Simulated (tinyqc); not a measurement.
# Circular transfer-length structure: effects of single changes

A disc contact of radius r0 and a very wide ring contact from r1 = r0 + sp outwards lie on a thin layer; the metal has no resistance and the sheet resistance under the contacts equals Rsh.

Values chosen for this exercise:
- Rsh = 500 ohm/sq (sheet resistance of the semiconductor layer)
- rc = 6.9e-7 ohm cm^2 (specific contact resistivity)
- r0 = 5.7 um (radius of the inner contact)
- sp = 0.75 um (gap between the contacts)

Each table varies one quantity; the others keep the values above.

## Resistance against gap

Transfer length Lt = sqrt(rc/Rsh). R = (Rsh/2 pi) [(Lt/r0) I0(r0/Lt)/I1(r0/Lt) + ln(r1/r0) + (Lt/r1) K0(r1/Lt)/K1(r1/Lt)] with modified Bessel functions; for r0 >> Lt both ratios tend to 1. The last column is Rsh (sp + 2 Lt)/(2 pi r0).

Results:
```
sp (um)  R (ohm)  large-radius form (ohm)  linear form (ohm)
0.37      15.097                   15.061             15.538
0.55      17.290                   17.246             18.051
0.81      20.354                   20.301             21.681
1.2       24.741                   24.674             27.126
1.8       31.051                   30.967             35.502
2.6       38.753                   38.652             46.671
5.7       63.075                   62.938             89.950
8.4       79.508                   79.357             127.64
```

Estimate the missing row, sp = 3.9 um.

Computed row:
```
sp (um)  R (ohm)  large-radius form (ohm)  linear form (ohm)
3.9       49.869                   49.749             64.820
```

With this row back in the table: R rises from 15.1 to 79.5 ohm. The linear form is 2.9 % above it in the first row and 61 % above it in the last, where ln(1 + sp/r0) has bent well below sp/r0. A straight line through the end rows, read with the linear form, gives Rsh = 287 ohm/sq and Lt = 0.756 um, against 500 and 0.371.

## Effect of the inner radius

Same model as above.

Effect of the inner radius:
```
r0 (um)   r0/Lt  inner contact (ohm)  rc/(pi r0^2) (ohm)  Rsh Lt/(2 pi r0) (ohm)
0.15     0.4038                995.9               976.2                   197.1
0.29     0.7807                280.6               261.2                   101.9
0.55      1.481                90.90               72.61                   53.75
1.1       2.961                33.30               18.15                   26.87
2         5.384                16.39               5.491                   14.78
3.9       10.50                7.970               1.444                   7.580
7.6       20.46                3.988              0.3803                   3.890
15        40.38                1.996             0.09762                   1.971
```

What does the comparison show?

The inner contact goes as r0^(-1.92) between the first two rows, where it is 2.0 % above rc over the area, and as r0^(-1.02) between the last two, where it is 1.3 % above the rim form: a small disc uses its whole area, a large one only a rim of width Lt.

Numbers from tinyqc (`OMP_NUM_THREADS=1 python tinyqc.py 2760154 2760155 out.jsonl`; about 0.01 s on one thread of a shared Intel Xeon 2.30GHz).
